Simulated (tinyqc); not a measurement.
## Stress from a rosette of three resistors

Problem. In the (001) plane dR/R(0) = p11 sxx + p12 syy, dR/R(90) = p12 sxx + p11 syy and dR/R(45) = (p11 + p12)(sxx + syy)/2 + p44 sxy. Find the three stresses.

Parameters, values chosen for the exercise: piezoresistive coefficient p11 = -104 x 1e-11/Pa; piezoresistive coefficient p12 = 50.9 x 1e-11/Pa; piezoresistive coefficient p44 = -13.9 x 1e-11/Pa.

dR/R at 0, 45 and 90 degrees (%): -12.602200  -1.0501500  12.336700

Solution. The first and third give sxx and syy; the 45-degree value less their mean is p44 sxy.

sxx = 83.00 MPa
syy = -78.00 MPa
sxy = 66.00 MPa

tinyqc, about 0.01 s, one thread, Intel Xeon 2.30GHz (shared host): `OMP_NUM_THREADS=1 python tinyqc.py 2530058 2530059 out.jsonl`
